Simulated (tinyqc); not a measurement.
Choosing the metal: Schottky barrier with interface states (Cowley-Sze model), image lowering and contact resistance. Computed by tinyqc, a small Python program. Command: `OMP_NUM_THREADS=1 python tinyqc.py 3029328 3029329 out.jsonl pinning walk`. One thread of a shared host (Intel(R) Xeon(R) Processor @ 2.30GHz), about 0.01 s of CPU time with the checks.

An n-type semiconductor under a metal. The barrier lies between the Schottky-Mott limit phi_M - chi and the Bardeen limit E_g - E_n, E_n being the neutrality level of the interface states; the space-charge term of the full Cowley-Sze expression is left out.

Inputs (values chosen for the exercise, for a model semiconductor): gap E_g = 5.06 eV; electron affinity chi = 3.72 eV; metal work function phi_M = 3.97 eV; neutrality level E_n above the valence band = 3.27 eV; interface-state density D = 2.8e+14 cm^-2 eV^-1; dipole layer thickness delta = 0.21 nm; dipole layer constant eps_i = 4; dielectric constant eps_s = 12.9; electron mass m_e = 0.221 m_0; valleys M_c = 1; donor density N = 3e+16 cm^-3; temperature T = 350 K.

Pinning factor from: interface states.

Constants: e = 1.602176634e-19 C; eps_0 = 8.8541878128e-12 F/m; k_B = 8.617333262e-05 eV/K; hbar = 1.054571817e-34 J s; m_0 = 9.1093837015e-31 kg; k_B = 1.380649e-23 J/K; h = 6.62607015e-34 J s.

Method:
- S = 1/(1 + e^2 D delta/(eps_i eps_0)); for D per eV, e^2 D is the number e x D in SI units, with 1 cm^-2 = 1e4 m^-2.
- phi_B = S (phi_M - chi) + (1 - S)(E_g - E_n); the hole barrier is E_g - phi_B.
- A* = 4 pi e m_e M_c k_B^2/h^3 (a simple valley count); J_s = A* T^2 exp(-phi/k_B T).
- E_00 = (e hbar/2) sqrt(N/(m_e eps_s eps_0)), E_0 = E_00 coth(E_00/k_B T); scaling form of the contact resistivity rho_c = (k_B/(e A* T)) exp(phi_B/E_0), which is the thermionic result when E_00 << k_B T and keeps only the leading exponential of tunnelling when E_00 >> k_B T; image lowering is left out of it.

pinning factor S = 0.273225

Bardeen barrier = 1.79 eV

E_0 = 0.0302007 eV

Against work function:
```
phi_M (eV)  Schottky-Mott (eV)  phi_B (eV)  J_0 (A/cm^2)  rho_c (ohm cm^2)
3.72                      0.00      1.3009    6.0230e-13        4.7290e+10
3.95                      0.23      1.3638    7.4978e-14        3.7883e+11
4.18                      0.46      1.4266    9.3336e-15        3.0348e+12
4.41                      0.69      1.4895    1.1619e-15        2.4311e+13
4.63                      0.91      1.5496    1.5835e-16        1.7791e+14
4.86                      1.14      1.6124    1.9713e-17        1.4252e+15
5.09                      1.37      1.6752    2.4539e-18        1.1417e+16
5.32                      1.60      1.7381    3.0548e-19        9.1463e+16
```

A span of 1.60 eV in work function moves the barrier by 0.437 eV (slope S = 0.273) and rho_c by 6.3 decades. The barrier equals its Schottky-Mott value only at phi_M = chi + E_g - E_n = 5.51 eV, where the interface states are neutral.
